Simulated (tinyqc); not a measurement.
Phonon-assisted absorption at an indirect gap, step by step. Values are carried at full precision from step to step, so a last printed digit may differ when a step is redone from the rounded ones.

alpha(E) = sum_j A_j [N_j (E - Eg + w_j)^2 + (N_j + 1)(E - Eg - w_j)^2], each bracket counted only where its base is positive; N_j = 1/(exp(w_j/kB T) - 1). The first term absorbs a phonon and the second emits one; excitons and direct transitions are left out.

Constants: kB = 8.617333262e-05 eV/K.

Inputs chosen for the exercise (loosely those of GaP at room temperature; Eg is not tied to T; the results hold for these values, not for the real material): Eg = 2.255 eV (indirect gap, held fixed unless listed); w = (46.5, 13) meV (two zone-edge phonons); A = (4400, 770) 1/(cm eV^2) (their strengths); T = 400 K; E = 2.281 eV (photon energy); nr = 3.38 (refractive index); d = 81 micrometre (thickness); xj = 0.078 micrometre (dead layer at the surface); W = 22 micrometre (depleted width); L = 5.3 micrometre (minority diffusion length below it).

## The four branches at one energy

Evaluate the occupations and each term.

N_j: 0.3504  2.183

terms with phonon absorption (1/cm): 8.104  2.556

terms with phonon emission (1/cm): 0  0.4142

alpha = 11.08 1/cm
wavelength hc/E (hc = 1239.841984 eV nm) = 543.6 nm

Phonon absorption supplies 96.3 % of alpha; the depth 1/alpha is 903 micrometre.

## What a slab does with it

Slab of thickness d in air, incoherent passes: R = ((nr - 1)/(nr + 1))^2, x = exp(-alpha d); transmitted Tr = (1 - R)^2 x/(1 - R^2 x^2), reflected Rt = R + (1 - R)^2 R x^2/(1 - R^2 x^2), absorbed Ab = (1 - R)(1 - x)/(1 - R x).

d in cm is 1e-4 times the value in micrometres.

R = 0.2953
x = 0.9142
Tr = 0.4897
Rt = 0.4275
Ab = 0.0828

A single pass would absorb (1 - R)(1 - x) = 0.0605; the back face adds 0.0224.

## Quantum efficiency of a diode

Photodiode (Gaertner form with a dead layer): QE = (1 - R) exp(-alpha xj) [1 - exp(-alpha W)/(1 + alpha L)], R = ((nr - 1)/(nr + 1))^2; responsivity = QE/E in A/W for E in eV.

Evaluate the factors; 1 micrometre = 1e-4 cm.

passes the dead layer = 0.9999
collected share = 0.0298
QE = 0.0210
responsivity = 0.0092 A/W

Without diffusion from below the collected share would be 0.0241.

## Checks

- Tr + Rt + Ab against 1: both 1.000000.

Computed by tinyqc, a small Python program: `OMP_NUM_THREADS=1 python tinyqc.py 1651025 1651026 out.jsonl` (the numbers bound the seed that draws the inputs); one thread of a shared host (Intel(R) Xeon(R) Processor @ 2.30GHz), about 0.01 s for the whole set of steps.
